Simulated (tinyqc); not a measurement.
## A square-lattice strip 2 sites wide in a magnetic flux, recursive Green functions: transmission against energy

The device has N = 3 slices of 2 site(s), nearest-neighbour hopping -t, and site energies U; the leads are semi-infinite continuations with site energy 0 and no flux. The hopping from slice i to i + 1 inside the device carries the phase exp(2 pi i f j) on row j = 1, 2, ...: V = <i+1|H|i> = -t diag(exp(2 pi i f j)).

Transverse modes n = 1..2: chi_n(j) = sqrt(2/3) sin(pi n j/3), energy e_n = -2 t cos(pi n/3). Sigma = t^2 sum_n chi_n chi_n^T g(E - e_n), g(x) = (x - i sqrt(4 t^2 - x^2))/(2 t^2) for |x| < 2 t and (x - sign(x) sqrt(x^2 - 4 t^2))/(2 t^2) otherwise; Gamma = i (Sigma - Sigma^dagger); both leads give the same. Forward pass: g_1 = (E - H_1 - Sigma)^(-1), g_i = (E - H_i - V g_(i-1) V^dagger)^(-1), with Sigma also subtracted on the last slice; G_(i,1) = g_i V G_(i-1,1), starting from g_1. H_i is the block of slice i: its site energies on the diagonal and -t between neighbouring rows. T(E) = Tr[Gamma G_(N,1) Gamma G_(N,1)^dagger].

Inputs (values chosen for the exercise): hopping (matrix element -t) t = 1 eV; site energies, slice by slice (2 a slice) U = [0, 0.1, -0.17, 0.07, 0.22, 0.22] eV; magnetic flux through each plaquette inside the device f = 0.28 h/q.

Transmission against energy:
```
E (eV)  open modes     T(E)  T(E) per open mode
-2.9             1  0.01630             0.01630
-2.42            1   0.2687              0.2687
-1.93            1   0.8167              0.8167
-1.45            1   0.9963              0.9963
-0.97            2   0.9711              0.4856
-0.48            2    1.251              0.6256
0                2    1.353              0.6763
0.48             2    1.332              0.6658
0.97             2   0.9595              0.4798
1.45             1   0.9249              0.9249
1.93             1   0.5814              0.5814
2.42             1   0.2699              0.2699
2.9              1  0.05580             0.05580
```

What does the table show?

T(E) lies between 0.0163 (E = -2.9 eV) and 1.35 (E = 0 eV) in these rows. The leads offer 1 to 2 open mode(s), of which the mean share 0.53 is transmitted.

Numbers from tinyqc (`OMP_NUM_THREADS=1 python tinyqc.py 2660104 2660105 out.jsonl`; about 0.02 s on one thread of a shared Intel Xeon 2.30GHz).
